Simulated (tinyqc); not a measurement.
# Electron continuity equation in a given potential, Scharfetter-Gummel discretisation: current and errors against the applied potential

Steady state in one dimension: J = q mu n E + q D dn/dx with E = -dpsi/dx and D = mu Vt, dJ/dx = 0, fixed densities nL and nR at the ends. The potential is given, psi = 0 for x < L/2 and U (2 x/L - 1) beyond, and is not changed by the electrons.

8 equal intervals. Fluxes J_i = (q D/h)(n_(i+1) P_i - n_i Q_i), d_i = (psi_(i+1) - psi_i)/Vt: Scharfetter-Gummel P = B(d), Q = B(-d), B(d) = d/(exp(d) - 1); central P = 1 - d/2, Q = 1 + d/2; upwind P = 1 + max(-d, 0), Q = 1 + max(d, 0). Balance at each inner node: J_i - J_(i-1) = 0. The reference is Scharfetter-Gummel on 4000 intervals or more. Errors are those of J on the first interval against the reference at its midpoint; errors under 1e-6 % are printed as 0.

Parameters, values chosen for the exercise; mobility close to that of gallium phosphide at room temperature:
```
symbol,value,unit,meaning
T,250,K,temperature
mu,248,cm^2/(V s),electron mobility
L,1.8,um,length of the region
nL,2.3e13,cm^-3,density at x = 0
nR,2.8e14,cm^-3,density at x = L
```

Constants: q = 1.602176634e-19 C, kB = 1.380649e-23 J/K, Vt = kB T/q. Results are converted to the units shown.

Result of one run:

| largest \|d\| | reference J (A/cm^2) | SG error (%) | central error (%) | upwind error (%) | most negative central n (cm^-3), 0 if none |
|---|---|---|---|---|---|
| 3.017 | 32.14 | 0 | -1.84 | -4.10 | -3.47e14 |

Which potential difference psi(L) - psi(0) U gave this result: -0.0086, -0.034, -0.17 or -0.26 V?

U = -0.26 V.

The whole series:

| U (V) | largest \|d\| | reference J (A/cm^2) | SG error (%) | central error (%) | upwind error (%) | most negative central n (cm^-3), 0 if none |
|---|---|---|---|---|---|---|
| -0.0086 | 0.09980 | 1.683 | 0 | -0.0205 | 1.18 | 0 |
| -0.034 | 0.3946 | 3.691 | 0 | 0.257 | -3.38 | 0 |
| -0.086 | 0.9980 | 10.06 | 0 | 1.78 | -11.5 | 0 |
| -0.17 | 1.973 | 20.96 | 0 | 0.261 | -7.97 | 0 |
| -0.26 | 3.017 | 32.14 | 0 | -1.84 | -4.10 | -3.47e14 |
| -0.38 | 4.410 | 46.97 | 0 | -25.1 | -1.92 | -1.11e15 |
| -0.52 | 6.034 | 64.28 | 0 | -59.7 | -0.939 | -1.21e15 |
| -0.78 | 9.052 | 96.42 | 0 | -85.6 | -0.345 | -8.82e14 |

The reference current rises from 1.68 to 96.4 A/cm^2. The largest errors in size are 0 % (Scharfetter-Gummel), 86 % (central) and 11 % (upwind). Central differences give negative densities for U = -0.26, -0.38, -0.52, -0.78 V; these rows have |d| above 2, which makes negative values possible though not certain.

Numbers from tinyqc (`OMP_NUM_THREADS=1 python tinyqc.py 2220135 2220136 out.jsonl`; about 0.01 s on one thread of a shared Intel Xeon 2.30GHz).
